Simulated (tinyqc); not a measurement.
p-n diode with diffusion and depletion-layer recombination: one step of the calculation.

Abrupt junction in the depletion approximation, low injection, full ionisation, neutral widths fixed, ohmic contact on the p side. Vj is the junction voltage; where a series resistance Rs is given, V = Vj + J Rs is the terminal voltage.

Task. Recombination in the depleted layer. ni = sqrt(Nc Nv) exp(-Eg/(2 Vt)), Eg in volts. Vbi = Vt ln(Na Nd/ni^2), W = sqrt(2 eps0 eps_r (Vbi - Vj)(1/Na + 1/Nd)/q), xp = W Nd/(Na + Nd), xn = W Na/(Na + Nd); u(x) = q Na (x + xp)^2/(2 eps0 eps_r) for x < 0 and Vbi - Vj - q Nd (xn - x)^2/(2 eps0 eps_r) for x > 0; p = Na exp(-u/Vt), n = Nd exp((u - Vbi + Vj)/Vt); U = ni^2 (exp(Vj/Vt) - 1)/(tp (n + ni exp(Et/Vt)) + tn (p + ni exp(-Et/Vt))); J_scr = q times the integral of U from -xp to xn. Trapezoid rule on 13 equal steps.

Inputs (values chosen for the exercise); band and dielectric values close to those of 4H silicon carbide: temperature T = 400 K; band gap Eg = 3.28 eV; relative permittivity eps_r = 9.75; conduction-band density of states at T Nc = 2.59e19 cm^-3; valence-band density of states at T Nv = 3.8e19 cm^-3; acceptor density Na = 2.6e16 cm^-3; donor density Nd = 2.4e15 cm^-3; electron lifetime tn = 9e-6 s; hole lifetime tp = 5e-8 s; trap level above the intrinsic level Et = 0 eV; junction voltage at which recombination is evaluated Vj = 2.11 V.

Constants: q = 1.602176634e-19 C, kB = 1.380649e-23 J/K, Vt = kB T/q, eps0 = 8.8541878128e-14 F/cm where lengths are in cm. Results are converted to the units shown.

Wanted: W; x; u; n; p; U; J_scr.

Result.

W = 541.9 nm

```
point  x (nm)   u (V)  n (cm^-3)  p (cm^-3)  U (cm^-3 s^-1)
0       -45.8  0.0000    6.867e7   2.600e16        7.630e12
1        -4.1  0.0419    2.317e8   7.705e15        2.575e13
2        37.6  0.1305    3.025e9   5.902e14        3.361e14
3        79.3  0.2117   3.196e10   5.586e13        3.551e15
4       120.9  0.2853   2.698e11   6.619e12        2.997e16
5       162.6  0.3511   1.819e12   9.815e11        2.000e17
6       204.3  0.4091   9.799e12   1.822e11        8.383e17
7       246.0  0.4594   4.217e13   4.234e10        7.172e17
8       287.7  0.5020   1.450e14   1.231e10        2.426e17
9       329.4  0.5368   3.982e14    4.484e9        8.949e16
10      371.0  0.5639   8.738e14    2.043e9        4.085e16
11      412.7  0.5832   1.532e15    1.166e9        2.331e16
12      454.4  0.5948   2.145e15    8.323e8        1.664e16
13      496.1  0.5987   2.400e15    7.439e8        1.488e16
```

J_scr = 1.476e-6 A/cm^2

Computed by the program tinyqc: `OMP_NUM_THREADS=1 python tinyqc.py 2260106 2260107 out.jsonl`, one thread of a shared Intel Xeon 2.30GHz, about 0.01 s for the whole run.
